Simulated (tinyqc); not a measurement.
# Worked calculation: electron continuity equation in a given potential, Scharfetter-Gummel discretisation

Numbers from tinyqc (`OMP_NUM_THREADS=1 python tinyqc.py 2220114 2220115 out.jsonl`; about 0.01 s on one thread of a shared Intel Xeon 2.30GHz). Printed values are rounded.

Steady state in one dimension: J = q mu n E + q D dn/dx with E = -dpsi/dx and D = mu Vt, dJ/dx = q (n/tau - G), fixed densities nL and nR at the ends. The potential is given, psi = U (x/L)^2, and is not changed by the electrons.

Values chosen for this exercise; mobility close to that of gallium nitride at room temperature: temperature T = 350 K; electron mobility mu = 1010 cm^2/(V s); length of the region L = 0.14 um; density at x = 0 nL = 2.5e13 cm^-3; density at x = L nR = 2.3e12 cm^-3; lifetime tau = 9e-13 s; uniform generation rate G = 0 cm^-3 s^-1; potential difference psi(L) - psi(0) U = 0.45 V.

Constants: q = 1.602176634e-19 C, kB = 1.380649e-23 J/K, Vt = kB T/q. Results are converted to the units shown.

Range of the model: The drift velocity mu E exceeds 1e7 cm/s somewhere, where real mobilities no longer stay constant.

## Potential on the mesh

8 equal intervals, h = L/8; psi = U (x/L)^2.

psi, node 0 to 8 (V): 0.000000  0.007031  0.028125  0.063281  0.112500  0.175781  0.253125  0.344531  0.450000

## Bernoulli factors

d_i = (psi_(i+1) - psi_i)/Vt; B(d) = d/(exp(d) - 1), B(0) = 1. The flux on interval i is J_i = (q D/h) [n_(i+1) B(d_i) - n_i B(-d_i)].

```
interval      d_i    B(d_i)  B(-d_i)
0         0.23313  0.887962  1.12109
1         0.69938  0.690743  1.39012
2         1.16563  0.527925  1.69356
3         1.63189  0.396714  2.02860
4         2.09814  0.293406  2.39154
5         2.56439  0.213829  2.77822
6         3.03064  0.153757  3.18440
7         3.49690  0.109234  3.60613
```

The largest |d_i| is 3.50, above 2, where central differences lose the sign pattern that keeps densities positive.

## Tridiagonal system for the inner nodes

Row i (1 to 7): B(-d_(i-1)) n_(i-1) + b_i n_i + B(d_i) n_(i+1) = f_i with b_i = -B(-d_i) - B(d_(i-1)) - h^2/(D tau) and f_i = -G h^2/D; the known end values are moved to the right: f_1 loses B(-d_0) nL and f_7 loses B(d_7) nR. h = L/8, D = mu Vt.

```
node  diagonal b  right side f (cm^-3)
1       -2.38979           -2.80272e13
2       -2.49600                     0
3       -2.66823                     0
4       -2.89996                     0
5       -3.18333                     0
6       -3.50993                     0
7       -3.87159           -2.51239e11
```

## Densities and current

B(d) = d/(exp(d) - 1) with d_i = (psi_(i+1) - psi_i)/Vt; b and f are the diagonal and right side of the balance equations. Solve B(-d_(i-1)) n_(i-1) + b_i n_i + B(d_i) n_(i+1) = f_i (end values already in f), then J_i = (q D/h) [n_(i+1) B(d_i) - n_i B(-d_i)], h = L/8, D = mu Vt.

n, node 0 to 8 (cm^-3): 2.5e13  1.44734e13  9.49854e12  6.79770e12  5.17120e12  4.11197e12  3.37935e12  2.84442e12  2.3e12
J, interval 0 to 7 (A/cm^2): -42.3229  -37.8140  -34.8548  -32.7371  -31.1261  -29.8451  -28.7923  -27.9062

Against a mesh 200 times finer the densities are off by at most 2.2 % of their local values.
